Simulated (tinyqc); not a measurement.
The decay curve: photoconductance decay in a wafer: bulk and surface recombination modes, and iron detection by pair splitting. Computed by tinyqc, a small Python program. Command: `OMP_NUM_THREADS=1 python tinyqc.py 3110710 3110711 out.jsonl pcd walk`. One thread of a shared host (Intel(R) Xeon(R) Processor @ 2.30GHz), about 0.01 s of CPU time with the checks.

Both faces of the wafer have the same S; injection is low and all coefficients are constant. x runs from -W/2 to W/2.

Inputs (values chosen for the exercise, modelled on p-type silicon):
```
quantity                          value         unit
thickness W                         150   micrometre
diffusivity D                      29.9       cm^2/s
bulk lifetime tau_b without iron    400  microsecond
surface recombination velocity S    710         cm/s
absorption coefficient alpha       1700         1/cm
```

Method:
- Even modes cos(a x) obey b tan b = S W/(2 D) with b = a W/2, odd modes sin(a x) obey -b cot b = S W/(2 D); each decays at the rate 1/tau_b + D a^2.
- tau_eff is the decay time of the first mode. The surface time is 1/(D a^2) of that mode; shortcuts for it are W/(2 S), W^2/(pi^2 D) and their sum, whose error is sum/surface time - 1.
- Light from one face makes n(x, 0) proportional to exp(-alpha (x + W/2)). Only even modes carry the thickness average: weight c_n = [sin b/b] int n cos(a x) dx / (int cos^2(a x) dx x mean n), with int exp(-alpha (x + W/2)) cos(a x) dx = [alpha cos b (1 - E) + a sin b (1 + E)]/(alpha^2 + a^2), E = exp(-alpha W), and int cos^2 = W/2 + sin(2 b)/(2 a).
- Mean density = sum_n c_n exp(-t/tau_n) over 60 modes; the local decay time is -1/(d ln n/dt).

W^2/(pi^2 D) = 0.762450 microsecond

tau_eff = 10.8927 microsecond

Decay:
```
t / (W^2/(pi^2 D))  t (microsecond)  mean density/start  local decay time (microsecond)
0.02                         0.0152             0.99051                           2.137
0.05                         0.0381             0.98178                           3.026
0.10                         0.0762             0.97130                           4.080
0.20                         0.1525             0.95616                           5.628
0.50                         0.3812             0.92619                           8.657
1.00                         0.7625             0.89089                          10.537
2.00                         1.5249             0.83019                          10.886
```

What does the comparison show, and why?

The local decay time goes from 2.14 to 10.9 microsecond against tau_eff = 10.9. Early on higher modes speed the decay, so a fit must start late.
